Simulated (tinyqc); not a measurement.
Lateral field, substrate current, probability of reaching the oxide barrier and hot-carrier lifetime of a silicon transistor (pseudo-two-dimensional and lucky-electron models): one step, computed by the program tinyqc.

Local-field models: a lucky carrier gains its energy at the peak field over a path free of collisions. Voltages are magnitudes.

Question. Hot-carrier currents and lifetime. C_ox = 3.9 eps_0/t; F_sat = 2 v_s/mu; V_Dsat = V_ov F_sat L/(V_ov + F_sat L), V_ov = V_G - V_T; I_D/W = C_ox v_s (V_ov - V_Dsat). Scale length l = 0.22 t^(1/3) x_j^(1/2) (all in cm); F_m = sqrt(((V_D - V_Dsat)/l_e)^2 + F_sat^2), with l_e = l; length of the velocity-saturated region l_e ln((V_D - V_Dsat)/(l_e F_sat) + F_m/F_sat). Substrate current I_sub/I_D = (A_i/B_i)(V_D - V_Dsat) exp(-B_i/F_m); probability of reaching the oxide barrier exp(-phi_b/(e lambda F_m)); lifetime tau = (H/(I_D/W)) exp(phi_it/(e lambda F_m)).

Inputs (values chosen for the exercise, modelled on a silicon n-channel):
```
quantity                             value                      unit
channel length L                       330                        nm
oxide thickness t                      6.1                        nm
junction depth x_j                      99                        nm
mobility mu                            380                cm^2/(V s)
saturation velocity v_s               0.81                  1e7 cm/s
threshold voltage V_T                 0.61                         V
gate voltage V_G                       1.8                         V
drain voltage V_D                      2.6                         V
ionisation prefactor A_i           1.7e+06                      1/cm
ionisation field B_i                   1.7                     MV/cm
hot-carrier mean free path lambda      8.7                        nm
oxide barrier phi_b                    3.1                        eV
interface-trap threshold phi_it        3.6                        eV
lifetime constant H                     50  s microampere/micrometre
```

Drain: abrupt.

Constants: eps_0 = 8.8541878128e-12 F/m.

Give: I_sub/I_D; substrate current I_sub/W; probability of reaching phi_b; lifetime tau; exponent m = phi_it/(e lambda B_i).

Answer.

I_sub/I_D = 0.012373

substrate current I_sub/W = 3.0939 microampere/micrometre

probability of reaching phi_b = 2.4629e-05

lifetime tau = 44959 s

exponent m = phi_it/(e lambda B_i) = 2.4341

Since both exponentials depend on 1/F_m, tau I_D scales about as (I_sub/I_D)^(-m) with m = 2.43, which lets I_sub serve as the monitor. The lifetime is 1.42e-4 times ten years (3.156e8 s).
